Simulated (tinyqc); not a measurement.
Density of states of one tight-binding band of a chain: one step. Energies on the mesh.

E(k) = -2 t cos(2 pi k) - 2 t2 cos(4 pi k); k in fractions of the reciprocal vectors, mesh k_i = j/N with j = 0 .. N-1. Densities are per cell and per spin, so the band holds one state.

Values chosen for the exercise:
```
symbol  value  unit  meaning
t       2.49   eV    nearest hopping
t2      -0.18  eV    second hopping
N       12           mesh points along each axis
```

Question. Evaluate the band at all 12 points and collect equal values.

Give: Distinct energies.

Answer.

Distinct energies:
```
E_k (eV)  points
-4.6200        1
-4.1328        2
-2.6700        2
-0.3600        2
2.3100         2
4.4928         2
5.3400         1
```

The 12 points give 7 distinct energies between -4.6200 and 5.3400 eV; a dense mesh gives a band from -4.620 to 5.340 eV.

Program tinyqc; command `OMP_NUM_THREADS=1 python tinyqc.py 1652015 1652016 out.jsonl`; about 0.01 s on one thread of a shared Intel(R) Xeon(R) Processor @ 2.30GHz.
